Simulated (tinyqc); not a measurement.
Growth mode over temperature: epitaxial growth on a vicinal surface: Burton-Cabrera-Frank step flow, step-edge barrier and island nucleation. Computed by tinyqc, a small Python program. Command: `OMP_NUM_THREADS=1 python tinyqc.py 3016798 3016799 out.jsonl stepflow walk`. One thread of a shared host (Intel(R) Xeon(R) Processor @ 2.30GHz), about 0.01 s of CPU time with the checks.

Adatoms land at rate F, hop on a square grid (a simplification for hexagonal faces), desorb, or join steps. Lengths are in units of a and n is the adatom coverage. Steps ascend at x = 0 and descend at x = l.

Inputs (values chosen for the exercise, close to those used for Si(001)):
```
quantity                                    value      unit
site spacing a                               3.84  angstrom
step height h                                1.36  angstrom
diffusion barrier E_d                       0.719        eV
desorption energy E_a                        2.87        eV
adatom formation energy E_f                  1.19        eV
step-edge barrier E_s                        0.05        eV
attempt frequency nu                            5       THz
deposition rate F                             3.6  layers/s
miscut angle                                  0.5   degrees
temperature T                                 630         C
critical nucleus size i                         2         -
binding energy of the critical nucleus E_i    0.9        eV
```

Constants: k_B = 8.617333262e-05 eV/K.

Method:
- D = nu exp(-E_d/(k_B T)) (a^2/s, nu counted per direction); tau = exp(E_a/(k_B T))/nu; x_s = sqrt(D tau); n_eq = exp(-E_f/(k_B T)); terrace width l = h/(a tan(miscut)); Schwoebel length l_s = exp(E_s/(k_B T)) - 1.
- D n'' - n/tau + F = 0 with n(0) = n_eq and -l_s n'(l) = n(l) - n_eq. With u = n - F tau, A = n_eq - F tau, y = l/x_s, s = l_s/x_s: u = A cosh(x/x_s) + B sinh(x/x_s), B = A (1 - cosh y - s sinh y)/(sinh y + s cosh y). Flux into the ascending step J+ = D B/x_s, over the descending one J- = -(D/x_s)(A sinh y + B cosh y); step velocity J+ + J-; growth rate (J+ + J-)/l. For small y: J+ + J- = (F - n_eq/tau) l, J-/J+ = l/(l + 2 l_s).
- Island density on a flat surface without desorption: N = 0.25 (F/D)^(i/(i+2)) exp(E_i/((i+2) k_B T)) per site, with E_i = 0 for i = 1; spacing l_n = N^(-1/2). Step flow needs an effective width l_eff = 2 x(peak) below l_n.
- Temperatures in kelvin are T(C) + 273.15.
- x(peak) solves tanh(x/x_s) = -B/A. Rows where evaporation outweighs deposition are left out.

Scales:
```
T (C)     x_s (a)  l_s (a)  incorporated share  l_n (a)  l_eff/l_n
430    5.1118e+07   1.2823              1.0000    17.46     2.3957
480    1.5733e+07   1.1606              1.0000    24.05     1.7345
530    5.6076e+06   1.0594              1.0000    31.83     1.3075
580    2.2556e+06   0.9741              1.0000    40.77     1.0189
630    1.0035e+06   0.9011              1.0000    50.80     0.8162
680    4.8608e+05   0.8381              1.0000    61.86     0.6693
730    2.5308e+05   0.7832              1.0000    73.87     0.5598
780    1.4020e+05   0.7349              1.0000    86.73     0.4763
830    8.1933e+04   0.6921              1.0000   100.36     0.4112
```

What does the comparison show, and why?

The ratio falls below 1 between 580 and 630 C: islands below, step flow above. Incorporation goes from 100.0 % to 100.0 %.

Extremes, crossings and ranges named in words are read from the listed rows.
